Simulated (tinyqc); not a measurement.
Precursor delivery and alloy composition in metal-organic vapour-phase epitaxy: one step, computed by the program tinyqc. Command: `OMP_NUM_THREADS=1 python tinyqc.py 3006507 3006508 out.jsonl movpe walk`. One thread of a shared host (Intel(R) Xeon(R) Processor @ 2.30GHz), about 0.01 s of CPU time with the checks.

Carrier gas leaves each bubbler saturated. Group-III species cross a boundary layer and react at the surface; element 2 can also desorb. The film is (1)_(1-x) (2)_x V with a zinc-blende cell.

Task: Transport to the surface. Partial pressure p_i = p F_i/(44615 x total flow in slm); density n_i = p_i/(k_B T), 1 torr = 133.322 Pa; D = D0 (T/273.15)^1.75 (760/p), h = D/delta, the same for both; k_s = prefactor x exp(-energy/(k_B T)); arrival J_i = n_i/(1/h + 1/k_s); in layers per second g_i = J_i a^2/2 (two group-III sites per a^2 on (001)). Temperatures in kelvin are T(C) + 273.15.

Inputs (values chosen for the exercise, close to those used for AlGaAs from TMAl and TMGa):
```
quantity                                   value      unit
source 1: bath temperature                    22         C
source 2: bath temperature                    -1         C
total flow                                    20       slm
reactor pressure p                            75      torr
diffusivity D0 at 273.15 K and 760 torr     0.44    cm^2/s
boundary layer delta                        0.87        cm
prefactor of the surface rate k_s        1.7e+13      cm/s
energy of k_s                               1.95        eV
lattice constant a                         5.655  angstrom
growth temperature T                         680         C
```

molar flows (micromol/min): F1 9.681540, F2 30.97823

Constants: k_B = 1.380649e-23 J/K; k_B = 8.617333262e-05 eV/K.

Give: densities; h; k_s; arrival rates.

Result:

densities (1/cm^3): n1 8.244e+12, n2 2.638e+13

h = 45.66 cm/s

k_s = 831.4 cm/s

arrival rates (layers/s): g1 0.5705, g2 1.826

Growth is transport-limited. Caution: trimethylaluminium is largely a dimer in the vapour, which would double its metal flow; it is counted as a monomer here.
